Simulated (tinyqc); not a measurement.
Inside a calculation. Model: solid solubility of a dopant against its melt (retrograde solidus), clustering and the electrically active fraction. Computed by tinyqc, a small Python program that keeps every step. Command: `OMP_NUM_THREADS=1 python tinyqc.py 3022029 3022030 out.jsonl retro walk`. One thread of a shared host (Intel(R) Xeon(R) Processor @ 2.30GHz), about 0.01 s of CPU time with the checks. Intermediate numbers are printed to about 5 digits and carried at full precision; extremes and crossings named in words are read from the listed rows.

Inputs (values chosen for the exercise, for a model dopant):

| quantity | value | unit |
|---|---|---|
| melting point of the host T_m | 1687 | K |
| heat of melting of the host H_f | 50.2 | kJ/mol |
| interaction L of the melt | 12 | kJ/mol |
| enthalpy of transfer from melt to solid H | 1.14 | eV |
| entropy of transfer S | 0.55 | k_B |
| site density N0 | 5e+22 | 1/cm^3 |
| temperature T | 1550 | K |
| total dopant density N_t | 1.1e+21 | 1/cm^3 |
| atoms per cluster m | 2 | - |
| cluster scale N* at 1273 K | 5.6e+20 | 1/cm^3 |
| activation energy E_b of the cluster scale | 0.21 | eV |
| anneal temperature T_a | 1275 | K |
| prefactor of n_i | 3.88e+16 | 1/(cm^3 K^1.5) |
| energy E_i in n_i | 0.606 | eV |
| mobility mu | 85 | cm^2/(V s) |

Clustering: clusters that take up free electrons.

Constants: R = 8.314462618 J/(mol K); k_B = 8.617333262e-05 eV/K; e = 1.602176634e-19 C; N_A = 6.02214076e+23 1/mol.

## Liquidus and solidus at T

x_l and x_s are atom fractions of the dopant in melt and solid; the solid is dilute. Liquidus of the host: R T ln(1 - x_l) + L x_l^2 = -H_f (1 - T/T_m). Distribution: k = x_s/x_l = exp[L (1 - x_l)^2/(R T)] exp(S/k_B - H/(k_B T)), the first factor being the activity coefficient in the melt. Solubility = x_s N0; at T_m x_l = 0.

x_l = 0.34956

distribution coefficient k = 5.0497e-04

x_s = 1.7652e-04

solubility = 8.8261e+18 1/cm^3

k at the melting point = 0.0016023

k has changed by a factor 0.32 from its value at T_m, while x_l has grown from 0 to 0.350.

## The retrograde maximum

The largest x_s N0 between 900 K and T_m. For an ideal melt with constant heats the maximum has x_l = H_f/(H + H_f), H in the same units.

temperature of the maximum = 1556.7 K

largest solubility = 8.8394e+18 1/cm^3

x_l there = 0.32993

ideal-melt value H_f/(H + H_f) = 0.31337

The maximum lies 130 K below T_m: above it the melt runs out of dopant, below it k falls as exp(-H/(k_B T)).

## The solidus

The formulas are those given above.

Against temperature:

| T (K) | x_l | k | solubility (1/cm^3) | over the maximum |
|---|---|---|---|---|
| 1000 | 0.97852 | 3.1175e-06 | 1.5253e+17 | 0.01726 |
| 1100 | 0.95527 | 1.0398e-05 | 4.9666e+17 | 0.05619 |
| 1200 | 0.91440 | 2.8504e-05 | 1.3032e+18 | 0.14743 |
| 1300 | 0.84364 | 6.7788e-05 | 2.8594e+18 | 0.32349 |
| 1400 | 0.71766 | 1.4816e-04 | 5.3164e+18 | 0.60145 |
| 1500 | 0.49377 | 3.2788e-04 | 8.0949e+18 | 0.91578 |
| 1580 | 0.26344 | 6.5734e-04 | 8.6585e+18 | 0.97954 |
| 1640 | 0.10644 | 1.0984e-03 | 5.8456e+18 | 0.66131 |
| 1675 | 0.02588 | 1.4585e-03 | 1.8870e+18 | 0.21348 |

Between the first rows the Arrhenius energy of the solubility is 1.12 eV, against H = 1.14 eV; it shrinks to zero at 1557 K and turns negative beyond. A crystal saturated at the maximum precipitates dopant-rich liquid on cooling and on heating alike. Below a eutectic or compound temperature another phase would set the limit.

## Active fraction after the anneal

A highly soluble donor (another dopant than that of the solidus) is limited by clustering. Donors N_a are active, and clusters hold m atoms each: N_t = N_a + m C, m C = N* (N_a/N*)^m (n/N*)^m, each atom taking one electron, n = N_a/2 + sqrt(N_a^2/4 + n_i^2), n_i = prefactor x T^1.5 exp(-E_i/(k_B T)), with N*(T) = N*(1273 K) exp[-(E_b/k_B)(1/T - 1/1273)]. Resistivity = 1/(e mu N_a).

N*(T_a) = 5.6168e+20 1/cm^3

active density N_a = 5.5693e+20 1/cm^3

active fraction = 0.50630

resistivity = 0.13185 milliohm cm

Doubling the dose would raise N_a by only 29 %. Caution: this clustering law is a generic form; degeneracy and a doping-dependent mobility are left out.

## Active against total

A highly soluble donor (another dopant than that of the solidus) is limited by clustering. Donors N_a are active, and clusters hold m atoms each: N_t = N_a + m C, m C = N* (N_a/N*)^m (n/N*)^m, each atom taking one electron, n = N_a/2 + sqrt(N_a^2/4 + n_i^2), n_i = prefactor x T^1.5 exp(-E_i/(k_B T)), with N*(T) = N*(1273 K) exp[-(E_b/k_B)(1/T - 1/1273)].

Active density (1/cm^3):

| N_t (1/cm^3) | N_a at T_a | fraction | N_a at T_a + 150 K | N_a at T_a - 150 K |
|---|---|---|---|---|
| 1.00e+19 | 9.9999e+18 | 0.99999 | 9.9999e+18 | 9.9999e+18 |
| 3.00e+19 | 2.9995e+19 | 0.99983 | 2.9996e+19 | 2.9990e+19 |
| 1.00e+20 | 9.9443e+19 | 0.99443 | 9.9682e+19 | 9.8841e+19 |
| 2.00e+20 | 1.9227e+20 | 0.96134 | 1.9544e+20 | 1.8561e+20 |
| 5.00e+20 | 3.8100e+20 | 0.76201 | 4.1138e+20 | 3.3931e+20 |
| 1.00e+21 | 5.3556e+20 | 0.53556 | 5.9988e+20 | 4.5951e+20 |
| 2.00e+21 | 6.9361e+20 | 0.34680 | 7.9101e+20 | 5.8456e+20 |
| 5.00e+21 | 9.2197e+20 | 0.18439 | 1.0627e+21 | 7.6865e+20 |

The exponent d ln N_a/d ln N_t falls from 1.00 to 0.31, towards 1/(2m) = 0.250. At the highest dose a 150 K hotter anneal gives 1.15 times the active density, and a later step 150 K cooler would cut it to 0.83 if it ran to equilibrium: short hot anneals come last.

Checks made by the program: the ideal-melt maximum (relative difference 2e-09).
